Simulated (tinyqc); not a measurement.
## Model parameters from four stresses

Question. The threshold shift of a transistor under bias-temperature stress follows dV = A (V/V0)^g exp[-(Ea q/kB)(1/T - 1/T0)] (t/1 s)^n. Find n, A, g and Ea.

Inputs (values chosen for the exercise):
```
symbol  value  unit                   meaning
V0        1.4     V  reference stress voltage
T0        373     K     reference temperature
```

Constants: q = 1.602176634e-19 C, kB = 1.380649e-23 J/K. Results are converted to the units shown.

dV at (V0, T0, 10 s), (V0, T0, 1000 s), (1.1 V, T0, 1000 s) and (V0, 398 K, 1000 s) (mV): [6.8150407, 17.118608, 5.0040100, 24.335279]

Solution. Each pair differs in one condition, and the logarithm of its ratio gives one exponent.

n = 0.200
A = 4.30 mV
g = 5.10
Ea = 0.180 eV

tinyqc, about 0.01 s, one thread, Intel Xeon 2.30GHz (shared host): `OMP_NUM_THREADS=1 python tinyqc.py 2070011 2070012 out.jsonl`
